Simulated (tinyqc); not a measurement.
Scattering of inversion-layer electrons by surface optical phonons of the gate insulator (remote phonon scattering): one step, computed by the program tinyqc.

One subband with the Fang-Howard envelope; insulator and channel are half-spaces, the gate is far away, and an interlayer only moves the polar surface away by t (its own modes and its permittivity contrast are left out).

Question. Surface modes and strengths. eps(w) = eps_inf + (eps_0s - eps_i) w1^2/(w1^2 - w^2) + (eps_i - eps_inf) w2^2/(w2^2 - w^2). Surface modes solve eps(w) + eps_s = 0, a quadratic in w^2; the strength of a mode is g = 2/(w d eps/dw). Occupation N = 1/(exp(hbar w/(k_B T)) - 1).

Inputs (values chosen for the exercise, modelled on SiO2 on germanium):
```
quantity                                 value  unit
static constant of the insulator eps_0s   3.94     -
intermediate constant eps_i               3.05     -
optical constant eps_inf                  2.46     -
hbar omega_TO1                            55.9   meV
hbar omega_TO2                             142   meV
constant of the channel eps_s             16.2     -
temperature T                              300     K
```

Constants: k_B = 8.617333262e-05 eV/K.

Give: hbar omega_SO; strengths g; occupations N; hbar omega g (2 N + 1).

Answer.

hbar omega_SO (meV): 1 57.2, 2 144.2

strengths g: 1 0.002269, 2 0.001670

occupations N: 1 0.1230, 2 0.0038

hbar omega g (2 N + 1) (meV): 1 0.1616, 2 0.2427

The lower mode has the larger hbar omega g N, the prefactor of absorption before the dependence on q: 0.0160 and 9.12e-4 meV.
